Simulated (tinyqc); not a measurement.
Single-domain magnet: Stoner-Wohlfarth switching, Neel-Arrhenius retention, LLG dynamics and spin torque: one step, computed by the program tinyqc. Command: `OMP_NUM_THREADS=1 python tinyqc.py 3000057 3000058 out.jsonl macro walk`. One thread of a shared host (Intel(R) Xeon(R) Processor @ 2.30GHz), about 0.2 s of CPU time with the checks.

The moment is uniform, with unit vector m; z is the easy axis. mu_0 = 1.25663706212e-6 T m/A, gamma = 1.76085963023e11 rad/(s T).

Problem. Spin-transfer switching. For axial symmetry and a polariser along z: I_c0 = (4 e alpha/(hbar eta)) K_eff V; relaxation time tau_D = (1 + alpha^2)/(alpha gamma mu_0 H_K); thermal start angle theta_0 = 1/sqrt(2 Delta); switching time about tau_D ln(pi/(2 theta_0))/(I/I_c0 - 1); precession frequency gamma mu_0 H_K/(2 pi (1 + alpha^2)).

Inputs (values chosen for the exercise, for a model magnet):
```
quantity                     value  unit
temperature T                  450     K
damping alpha               0.0095     -
spin-torque efficiency eta    0.61     -
drive I/I_c0                   1.4     -
```

Shape: thin disc, easy axis normal to it.

K_eff = 728.8715 kJ/m^3

volume V = 1528.071 nm^3

stability factor Delta = 179.2663

anisotropy field mu_0 H_K = 1.147829 T

Constants: e = 1.602176634e-19 C; hbar = 1.054571817e-34 J s.

Give: critical current I_c0; Delta/I_c0; tau_D; switching time, estimate; precession frequency.

Solution.

critical current I_c0 = 105.4 microampere

Delta/I_c0 = 1.701 1/microampere

tau_D = 0.5209 ns

switching time, estimate = 4.418 ns

precession frequency = 32.16 GHz

Caution: a flat cylinder has a smaller N_z than the spheroid of the same t/d, so K_eff of a real disc is larger. Caution: a domain wall can cross the element at lower cost, so the single-domain barrier is an upper bound.
